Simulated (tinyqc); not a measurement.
# Inputs raised by 10 %, one at a time

Model: defect equilibria of an oxide against oxygen pressure (mass action). Computed by tinyqc, a small Python program. Command: `OMP_NUM_THREADS=1 python tinyqc.py 3014167 3014168 out.jsonl brouwer sens`. One thread of a shared host (Intel(R) Xeon(R) Processor @ 2.30GHz), about 0.02 s of CPU time with the checks.

Defects: oxygen vacancies V (charge +2), electrons n, holes p, the ionic partner X = O_i'' (charge -2), and the dopant. Activities are taken equal to concentrations.

Inputs (values chosen for the exercise, for a model oxide):

| quantity | value | unit |
|---|---|---|
| reduction enthalpy H_r | 4.09 | eV |
| prefactor K_r0 | 1.5e+69 | cm^-9 atm^(1/2) |
| gap E_g | 4.15 | eV |
| prefactor N_c N_v | 2.8e+41 | cm^-6 |
| disorder enthalpy H_s | 3.39 | eV |
| prefactor K_s0 | 2.2e+45 | cm^-6 |
| dopant density N_d | 6.5e+19 | cm^-3 |
| temperature T | 1300 | K |
| oxygen pressure P | 2e-05 | atm |
| electron mobility mu_n | 0.64 | cm^2/(V s) |
| hole mobility mu_p | 0.86 | cm^2/(V s) |
| vacancy diffusion prefactor D_0 | 0.091 | cm^2/s |
| vacancy migration energy E_m | 0.99 | eV |

Ionic disorder: anion Frenkel. Dopant (singly charged, fully ionised): acceptor.

Constants: k_B = 8.617333262e-05 eV/K; e = 1.602176634e-19 C.

Method:
- K_r = K_r0 exp(-H_r/k_B T) = [V] n^2 P^(1/2); K_i = N_c N_v exp(-E_g/k_B T) = n p; K_s = K_s0 exp(-H_s/k_B T) = [X] [V].
- Neutrality: 2 [V] + p = n + 2 [X] + N_d. With n as the unknown, [V] = K_r/(n^2 P^(1/2)), p = K_i/n, [X] = K_s/[V]; the log ratio is ln(positive/negative).
- The root is found by 60 bisections in ln n between n = 1e-10 and 1e25 cm^-3.
- sigma_n = e n mu_n, sigma_p = e p mu_p, sigma_ion = 2 e [V] mu_V with mu_V = 2 e D/(k_B T) and D = D_0 exp(-E_m/k_B T); only the oxygen vacancies carry ionic current, and the ionic transport number is sigma_ion over the total.

Runs:

| input moved | from | to | n (cm^-3) | [V] (cm^-3) | [X] (cm^-3) | ionic transport number |
|---|---|---|---|---|---|---|
| base run | - | - | 1.1884e+18 | 3.3094e+19 | 4.7916e+12 | 0.02012 |
| reduction enthalpy H_r (eV) | 4.09 | 4.499 | 1.9295e+17 | 3.2596e+19 | 4.8648e+12 | 0.11076 |
| gap E_g (eV) | 4.15 | 4.565 | 1.1884e+18 | 3.3094e+19 | 4.7916e+12 | 0.02012 |
| disorder enthalpy H_s (eV) | 3.39 | 3.729 | 1.1884e+18 | 3.3094e+19 | 2.3241e+11 | 0.02012 |
| dopant density N_d (cm^-3) | 6.5e+19 | 7.15e+19 | 1.1344e+18 | 3.6317e+19 | 4.3664e+12 | 0.02306 |
| oxygen pressure P (atm) | 2e-05 | 2.2e-05 | 1.1606e+18 | 3.3080e+19 | 4.7936e+12 | 0.02058 |
| vacancy migration energy E_m (eV) | 0.99 | 1.089 | 1.1884e+18 | 3.3094e+19 | 4.7916e+12 | 0.00841 |
| prefactor K_r0 (cm^-9 atm^(1/2)) | 1.5e+69 | 1.65e+69 | 1.2458e+18 | 3.3123e+19 | 4.7874e+12 | 0.01922 |

Exponents ln(y'/y) / ln(x'/x):

| input | n | [V] | [X] | ionic transport number |
|---|---|---|---|---|
| reduction enthalpy H_r | -19.074 | -0.159 | 0.159 | 17.896 |
| gap E_g | 0.000 | 0.000 | 0.000 | 0.000 |
| disorder enthalpy H_s | 0.000 | 0.000 | -31.750 | 0.000 |
| dopant density N_d | -0.488 | 0.975 | -0.975 | 1.431 |
| oxygen pressure P | -0.248 | -0.004 | 0.004 | 0.238 |
| vacancy migration energy E_m | 0.000 | 0.000 | 0.000 | -9.148 |
| prefactor K_r0 | 0.495 | 0.009 | -0.009 | -0.477 |

To which inputs is each result most sensitive?

Among the inputs moved here: n answers most in size to reduction enthalpy H_r (exponent -19.074), next to prefactor K_r0 (+0.495); its exponent is below 0.0005 for gap E_g, disorder enthalpy H_s, vacancy migration energy E_m. [V] answers most in size to dopant density N_d (exponent +0.975), next to reduction enthalpy H_r (-0.159); its exponent is below 0.0005 for gap E_g, disorder enthalpy H_s, vacancy migration energy E_m. Its exponent +0.975 in dopant density N_d: acceptors are compensated by oxygen vacancies. [X] answers most in size to disorder enthalpy H_s (exponent -31.750), next to dopant density N_d (-0.975); its exponent is below 0.0005 for gap E_g, vacancy migration energy E_m. Ionic transport number answers most in size to reduction enthalpy H_r (exponent +17.896), next to vacancy migration energy E_m (-9.148); its exponent is below 0.0005 for gap E_g, disorder enthalpy H_s.
